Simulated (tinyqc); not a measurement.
Worked calculation: bond-orbital model of a tetrahedral semiconductor (Harrison's universal couplings). Values are carried at full precision from step to step, so a last printed digit may differ when a step is redone from the rounded ones.

Hybrid level eh = (es + 3 ep)/4; metallic energy V1 = (ep - es)/4 for each atom; covalent energy V2 = 3.22 hbar^2/(m d^2); polar energy V3 = (ehc - eha)/2; hbar^2/m = 2c, c = hbar^2/2m0. Polarity ap = V3/sqrt(V2^2 + V3^2), covalency ac = V2/sqrt(V2^2 + V3^2). p-p coupling at Gamma Exx = (4/3)(2.22 - 2 x 0.63) hbar^2/(m d^2) = 1.28 hbar^2/(m d^2), s-s coupling Ess = 4 x 1.32 hbar^2/(m d^2).

Constants: hbar^2/2m0 = 3.80998211 eV angstrom^2.

Values chosen for the exercise (near tabulated values for InSb; the model gives trends, and its gaps can be far from the real ones; the results hold for these values, not for the real material): esc = -10.08 eV (s level, cation); epc = -5.45 eV (p level, cation); esa = -16.21 eV (s level, anion); epa = -8.23 eV (p level, anion); d = 2.82 angstrom (bond length); Z = 5 (valence electrons of the anion).

## The three energies

Form the hybrid levels, V1, V2 and V3.

hbar^2/(m d^2) = 0.9582 eV

hybrid levels (eV): cation -6.6075, anion -10.2250

V1 (eV): cation 1.1575, anion 1.9950

V2, V3 (eV): 3.0854  1.8088

## Bond and antibond

The 2 x 2 problem [[ehc, -V2], [-V2, eha]] gives (ehc + eha)/2 -/+ sqrt(V2^2 + V3^2); ap = V3/sqrt(V2^2 + V3^2), ac = V2/sqrt(V2^2 + V3^2); the bond has weight (1 + ap)/2 on the anion.

levels (eV): bond -11.9927, antibond -4.8398

ap = 0.5057
ac = 0.8627
weight on the anion = 0.7529

## Charges

With dZ = Z - 4: effective charge Z* = 4 ap - dZ (positive on the cation); transverse charge eT* = Z* + (8/3) ap ac^2.

Z* = 1.023 e
eT* = 2.027 e

Charge that flows along the bonds as they stretch adds 1.00 e to the static value.

## Metallicity and a gap from the bond picture

Neighbouring bonds couple through V1: averaged V1b = V1c (1 - ap)/2 + V1a (1 + ap)/2 for the bond band and V1x = V1c (1 + ap)/2 + V1a (1 - ap)/2 for the antibond band. The top of the bond band lies V1b above the bond level and the bottom of the antibond band 3 V1x below the antibond level, so the gap is 2 sqrt(V2^2 + V3^2) - V1b - 3 V1x; metallicity am = (V1b + 3 V1x)/(2 sqrt(V2^2 + V3^2)).

V1b, V1x (eV): 1.7880  1.3645

gap = 1.272 eV
am = 0.822

The gap closes where am reaches one. The model gives trends; its gap can miss the real one by a factor of two to five, most in ratio for narrow gaps and most in eV for first-row compounds.

## Band edges at Gamma

Ev is the lower root of [[epa, Exx], [Exx, epc]] and the s-like conduction level the upper root of [[esa, Ess], [Ess, esc]], with Exx = 1.28 u and Ess = 5.28 u, u = hbar^2/(m d^2).

Exx, Ess (eV): 1.2265  5.0593

Ev = -8.694 eV
s-like conduction level = -7.230 eV
E0 gap = 1.464 eV

Universal couplings give the trend of E0 from compound to compound, not its value; it can miss by several eV and by a factor of two or more, and spin-orbit coupling is left out.

## Checks

- Bond level from the formula against the 2 x 2 matrix: both -11.9927.

Program tinyqc; command `OMP_NUM_THREADS=1 python tinyqc.py 1452881 1452882 out.jsonl`; about 0.01 s on one thread of a shared Intel(R) Xeon(R) Processor @ 2.30GHz.
